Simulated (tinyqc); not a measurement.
# Worked calculation: lossy on-chip transmission line with skin effect

Numbers from tinyqc (`OMP_NUM_THREADS=1 python tinyqc.py 2810148 2810149 out.jsonl`; about 0.01 s on one thread of a shared Intel Xeon 2.30GHz). Printed values are rounded.

A uniform line in a homogeneous dielectric: c = sqrt(er)/(c0 Z0), l = Z0 sqrt(er)/c0 (c0 = 299792458 m/s), g = w c td, w = 2 pi f. The resistance joins its limits as r = sqrt(r_dc^2 + r_hf^2), with r_dc = rho/(wd th), r_hf = kr rho/(2 delta (wd + th)), delta = sqrt(rho/(pi f mu0)), mu0 = 4 pi 1e-7 H/m; this is an interpolation, and internal inductance, up to 0.05 nH/mm at low frequency, is neglected.

Inputs (values chosen for the exercise):
- wd = 1.3 um (width of the strip)
- th = 1.3 um (thickness of the strip)
- rho = 2.9 uohm cm (resistivity)
- er = 3 (relative permittivity)
- td = 0.02 (loss tangent)
- Z0 = 50 ohm (lossless impedance sqrt(l/c))
- kr = 1.5 (factor for crowding and the return path)
- len = 3.2 mm (length)
- Rg = 25 ohm (source resistance)
- RL = 1e5 ohm (load resistance)
- CL = 0 fF (load capacitance)
- f = 9.6 GHz (frequency)

## Line constants

delta, r_dc, r_hf, r, l, c and g as defined.

delta = 0.8747491 um
r_dc = 17.15976 ohm/mm
r_hf = 9.563182 ohm/mm
r = 19.64464 ohm/mm
l = 0.2888750 nH/mm
c = 115.5500 pF/m
g = 0.1393962 S/m

r is 1.14 times r_dc; the skin depth is 0.673 of the thickness.

## Propagation constant and impedance

gamma = sqrt((r + i w l)(g + i w c)) = alpha + i beta, Zc = sqrt((r + i w l)/(g + i w c)), roots with positive real part; loss 8.685889638 alpha in dB; phase velocity w/beta.

gamma len = 0.573989+1.242991i
Zc = 56.22324-24.61105i ohm
loss = 1.558003 dB/mm
phase velocity over c0 = 0.5179793
r/(w l) = 1.127413

r exceeds w l, so the line behaves mainly as an RC line at this frequency.

## Reflection, input impedance and transfer

ZL = 1/(1/RL + i w CL); reflection (ZL - Zc)/(ZL + Zc); Zin = Zc (ZL + Zc tanh(gamma len))/(Zc + ZL tanh(gamma len)); H = V_load/V_source = [Zin/(Zin + Rg)]/[cosh(gamma len) + (Zc/ZL) sinh(gamma len)].

ZL = (1.000000+0.000000i) x 1e5 ohm
reflection at the load = 0.9988760+0.0004917i
Zin = 25.61960-27.37833i ohm
H = 0.2419353-0.9171004i
|H| = -0.4594776 dB
